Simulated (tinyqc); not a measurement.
Floating body of a partially depleted SOI transistor: body voltage and kink: two steps of the calculation.

Source at 0 V. Channel current Ic = 2 nf K Vt^2 [F(0) - F(Vd)](1 + la Vd), F(V) = ln^2(1 + exp((Vg - VT - nf V)/(2 nf Vt))), VT = VT0 - gb Vb. Saturation voltage Vs = 2 Vt sqrt(F(0)) + 3 Vt, excess Ve = (Vd - Vs + sqrt((Vd - Vs)^2 + 0.0004 V^2))/2, multiplication M1 = Ai Ve exp(-Bl/Ve). Each junction passes D(v) = J1 (exp(v/Vt) - 1) + J2 (exp(v/(2 Vt)) - 1). Bipolar current Ib = bb J1 (exp(Vb/Vt) - 1). The body settles where M1 (Ic + Ib) = D(Vb) + D(Vb - Vd) + Vb/Rb; drain current Id = (1 + M1)(Ic + Ib) - D(Vb - Vd).

Parameters, values chosen for the exercise; values of the order met in partially depleted silicon-on-insulator transistors: temperature T = 300 K; threshold at zero body voltage VT0 = 0.4 V; fall of the threshold per volt of body voltage gb = 0.16; slope factor nf = 1.4; gain factor per width K = 400 uA/(V^2 um); channel-length modulation factor la = 0.02 1/V; impact-ionisation prefactor Ai = 3.95 1/V; impact-ionisation voltage Bl = 5.6 V; diffusion saturation current of each junction J1 = 7.4e-12 uA/um; recombination saturation current of each junction J2 = 2.2e-9 uA/um; gain of the lateral bipolar transistor on the diffusion current bb = 0; resistance of a weak body tie to the source (1e9 stands for no tie, and the term is then dropped) Rb = 1e9 kohm um; gate voltage Vg = 0.96 V; drain voltage Vd = 1.6 V.

Constants: q = 1.602176634e-19 C, kB = 1.380649e-23 J/K, Vt = kB T/q. Results are converted to the units shown.

Question 1. New Vb. Current into the body I_in = M1 (Ic + Ib) - D(Vb - Vd), current out I_out = D(Vb) + Vb/Rb; f = ln(I_in/I_out), s = df/dVb by central differences over 1e-5 V, Vb(new) = Vb - f/s.

Vb at the start = 0.59 V

Give: Ic; Ve; M1; I_in; I_out; f; s; Vb after iteration 1.

Answer 1.

Ic = 63.136 uA/um
Ve = 1.0551 V
M1 = 0.020647
I_in = 1.3036 uA/um
I_out = 0.060565 uA/um
f = 3.0692
s = -38.812 1/V
Vb after iteration 1 = 0.66908 V

Question 2. Drain current with floating and with grounded body. Id and VT at the converged Vb, Id at Vb = 0, their ratio, and the bipolar share Ib/(Ic + Ib).

converged Vb = 0.66899323 V

Give: VT; Id, floating; Id, grounded; ratio; bipolar share.

Answer 2.

VT = 0.29296 V
Id, floating = 66.881 uA/um
Id, grounded = 47.636 uA/um
ratio = 1.4040
bipolar share = 0.0000 %

The body rises to 0.669 V and lowers the threshold by 107 mV.

Range of the model: The multiplication law is an empirical form chosen for the exercise; self-heating and capacitive coupling to the body are left out, and the linear laws are rough once Vb passes about 0.7 V or M1 about 0.1.

Program tinyqc, `OMP_NUM_THREADS=1 python tinyqc.py 2182192 2182193 out.jsonl`; Intel Xeon 2.30GHz, shared host, one thread, about 0.2 s.
